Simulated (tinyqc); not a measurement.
From results back to parameters: phonon-assisted absorption at an indirect gap. Three cases, with inputs chosen for the exercise.

Problem. A slab transmits Tr = (1 - R)^2 x/(1 - R^2 x^2) with x = exp(-alpha d) and R = ((nr - 1)/(nr + 1))^2.

Case 1.

Values chosen (out of a larger set: loosely those of GaP at room temperature; Eg is not tied to T; not measured data): nr = 3.47 (refractive index); d = 6.6 micrometre (thickness).

Tr = 0.530677

Case 2.

Values chosen (out of a larger set: loosely those of Si at room temperature; Eg is not tied to T; not measured data): nr = 3.57 (refractive index); d = 21 micrometre (thickness).

Tr = 0.147188

Case 3.

Values chosen (out of a larger set: loosely those of Si at room temperature; Eg is not tied to T; not measured data): nr = 3.67 (refractive index); d = 1.7 micrometre (thickness).

Tr = 0.435753

Find: x; alpha.

Solution. Tr R^2 x^2 + (1 - R)^2 x - Tr = 0; take the positive root, then alpha = -ln(x)/d.

Case 1.

x = 0.9977
alpha = 3.54 1/cm

Case 2.

x = 0.3118
alpha = 555 1/cm

Case 3.

x = 0.8818
alpha = 740 1/cm

Computed by tinyqc, one run a case: `OMP_NUM_THREADS=1 python tinyqc.py N N+1 out.jsonl` with N = 1682634, 1682728, 1682759; one thread of a shared Intel(R) Xeon(R) Processor @ 2.30GHz, about 0.01 s a run at most.
